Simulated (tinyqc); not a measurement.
From results back to parameters: Franz-Keldysh effect at a direct gap. Two cases, with inputs chosen for the exercise.

Problem. In modulation spectra the extrema of the oscillations lie at E_n = Eg + th (3 pi (n - 1/2)/4)^(2/3) (the phase constant is taken as pi/2 here), with th = (c (e Fd)^2/mr)^(1/3), mr = me mhh/(me + mhh), c = hbar^2/2m0; 1 kV/cm = 1e-5 V/angstrom. Extrema n = 2 and n = 5 are given; Eg and the field are hidden.

Constants: hbar^2/2m0 = 3.80998211 eV angstrom^2.

Find: th; Eg; Fd.

Method. E_n is linear in (3 pi (n - 1/2)/4)^(2/3): the slope is th and the intercept Eg; then e Fd = sqrt(th^3 mr/c).

Case 1.

Values chosen (out of a larger set: near those of InGaAs; not measured data): me = 0.0404 m0 (electron mass); mhh = 0.44 m0 (heavy-hole mass).

E_2 = 0.88050 eV
E_5 = 1.03442 eV

Solution.

th = 61.42 meV
Eg = 0.738 eV
Fd = 1.5e+02 kV/cm

Case 2.

Values chosen (out of a larger set: near those of GaAs; not measured data): me = 0.0665 m0 (electron mass); mhh = 0.477 m0 (heavy-hole mass).

E_2 = 1.59803 eV
E_5 = 1.76872 eV

Solution.

th = 68.11 meV
Eg = 1.440 eV
Fd = 2.2e+02 kV/cm

Computed by tinyqc, one run a case: `OMP_NUM_THREADS=1 python tinyqc.py N N+1 out.jsonl` with N = 1681404, 1681591; one thread of a shared Intel(R) Xeon(R) Processor @ 2.30GHz, about 0.01 s a run at most.
